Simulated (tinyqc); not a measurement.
# One-dimensional ballistic tunnel FET, two-band WKB: two studies

A p-type source for x < 0 with its Fermi level at 0 and its valence edge at ds; in the channel the bands fall as D exp(-x/lam) towards their flat values, with the conduction edge at Ec = ds - dP and D = dP + Eg. The gate moves dP one to one. The drain Fermi level lies at -Vd and the drain side reflects nothing. For w = E - Ec between 0 and dP an electron crosses the gap. Two-band dispersion with equal masses m: inside the gap kappa = sqrt(m u (1 - u/Eg)/C), u the distance from a band edge, C = hbar^2/(2 m0).

Parameters, values chosen for the exercise; band and dielectric values those of a made-up semiconductor: temperature T = 300 K; band gap Eg = 0.659 eV; band-edge mass of the two-band model m = 0.041 m0; screening length of the source junction lam = 3.5 nm; source valence edge above the source Fermi level ds = 0.15 eV; drain bias Vd = 0.2 V; number of degenerate subbands (spin apart) g = 2; tunnelling window Ev(source) - Ec(channel) dP = 0.38 eV.

Constants: q = 1.602176634e-19 C, kB = 1.380649e-23 J/K, hbar = 1.054571817e-34 J s, h = 6.62607015e-34 J s, m0 = 9.1093837015e-31 kg, Vt = kB T/q, hbar^2/(2 m0) = 0.0380998212 eV nm^2. Results are converted to the units shown.

Each table varies one quantity; the others keep the values above.

## Effect of the screening length

S(w) = 2 lam int_0^Eg kappa(u) du/(w + Eg - u) = 2 pi lam sqrt(m/(C Eg)) [w + Eg/2 - sqrt(w (w + Eg))], T(w) = exp(-S). I = g (2 q^2/h) int_0^dP T(w) [f(E) - f(E + Vd)] dw, E = ds - dP + w, f(x) = 1/(1 + exp(x/Vt)). Swing = d(dP)/d(log10 I).

Results:
```
lam (nm),T(w = dP),I (uA),swing (mV/decade)
1,0.5212,9.606,540.3
2.3,0.2234,2.406,310.5
3.6,0.09578,0.6477,229.1
6.1,0.01879,0.05940,160.4
7.4,0.008053,0.01804,140.7
8.7,0.003452,0.005624,126.1
10,0.001480,0.001794,114.8
```

Estimate the missing row, lam = 4.9 nm.

Computed row:
```
lam (nm),T(w = dP),I (uA),swing (mV/decade)
4.9,0.04106,0.1836,186.0
```

With this row back in the table: I falls from 9.61 to 0.00179 uA, on average 0.414 decades a nanometre; S is proportional to lam, and at w = dP it gives 0.283. The swing falls from 540 to 115 mV/decade. In 2 of the 8 rows S at w = dP is below 2, where a WKB prefactor of 1 is a rough guess.

## Effect of the band gap with the mass tied to it

Same model as above.

The mass follows the gap, m = 0.041 Eg/0.659 eV.

Result of one run:
```
Eg (eV),T(w = dP),I (uA),swing (mV/decade)
0.54,0.1920,1.730,269.0
```

What becomes of these results when the band gap Eg is changed from 0.54 to 1.06 eV, all else the same?

Result of the changed run:
```
Eg (eV),T(w = dP),I (uA),swing (mV/decade)
1.06,0.008355,0.02789,168.2
```

The whole series:
```
Eg (eV),T(w = dP),I (uA),swing (mV/decade)
0.2,0.7438,15.11,559.4
0.37,0.4168,5.560,354.2
0.54,0.1920,1.730,269.0
0.71,0.07661,0.4832,221.6
0.89,0.02569,0.1150,189.5
1.06,0.008355,0.02789,168.2
1.23,0.002527,0.006440,152.3
1.4,7.187e-4,0.001428,139.8
```

T(w = dP) falls from 0.744 to 7.19e-4 and I falls from 15.1 to 0.00143 uA; the swing falls from 559 to 140 mV/decade. With m/Eg fixed, S depends on the gap only through w + Eg/2 - sqrt(w (w + Eg)). For Eg = 0.2, 0.37, 0.54 S at w = dP is below 2, where a WKB prefactor of 1 is a rough guess.

Program tinyqc, `OMP_NUM_THREADS=1 python tinyqc.py 2620108 2620109 out.jsonl`; Intel Xeon 2.30GHz, shared host, one thread, about 0.01 s.
